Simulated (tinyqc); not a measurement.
One point for the whole zone: special k points of the simple cubic lattice.

Lattice vectors in units of a: a1 = (1, 0, 0), a2 = (0, 1, 0), a3 = (0, 0, 1); reciprocal vectors b_i with a_i . b_j = 2 pi delta_ij. Mesh: k = sum_i f_i b_i with f_i = (2 j_i + shift)/(2 N), j_i = 0 .. N-1. The point group of the lattice has 48 operations; only those that map the mesh onto itself are used.

A_m(k) = sum over the m-th star of lattice vectors R of cos(k . R), stars in order of length: m = 1: |R|^2 = 1, 6 vectors, such as (1, 0, 0) in the basis a_i; m = 2: |R|^2 = 2, 12 vectors, such as (1, 1, 0) in the basis a_i; m = 3: |R|^2 = 3, 8 vectors, such as (1, 1, 1) in the basis a_i; m = 4: |R|^2 = 4, 6 vectors, such as (2, 0, 0) in the basis a_i; m = 5: |R|^2 = 5, 24 vectors, such as (2, 1, 0) in the basis a_i; m = 6: |R|^2 = 6, 24 vectors, such as (2, 1, 1) in the basis a_i. The zone mean of every A_m is zero.

Test function, the lower band of a two-band insulator: E(k) = -sqrt(D^2 + (e0 - t A_1(k))^2).

Parameters, chosen for this exercise:

| symbol | value | unit | meaning |
|---|---|---|---|
| D | 1.82 | eV | half gap term |
| t | 0.67 | eV | coupling |
| e0 | 2.15 | eV | offset |

The mean-value (Baldereschi) point is taken at k = (2 pi/a) (0.25, 0.25, 0.25), that is f = (0.25, 0.25, 0.25); the reference is the mesh with N = 24.

Single points:

| point | A_1 | A_2 | A_3 | A_4 | E (eV) |
|---|---|---|---|---|---|
| Gamma | 6.000 | 12.000 | 8.000 | 6.000 | -2.6095 |
| mean-value point | 0.000 | 0.000 | 0.000 | -6.000 | -2.8169 |
| zone-face centre b1/2 | 2.000 | -4.000 | -8.000 | 6.000 | -1.9921 |

reference mean = -3.0724 eV

The mean-value point makes A_1, A_2 and A_3 vanish. Its error is +255 meV, against +463 meV at Gamma and +1080 meV at b1/2. E is not linear in A_1; its powers hold sums of nearest vectors and a non-zero mean, so this point is not exact.

(tinyqc, `OMP_NUM_THREADS=1 python tinyqc.py 1681452 1681453 out.jsonl`, Intel(R) Xeon(R) Processor @ 2.30GHz, 1 thread, shared host, about 0.1 s.)
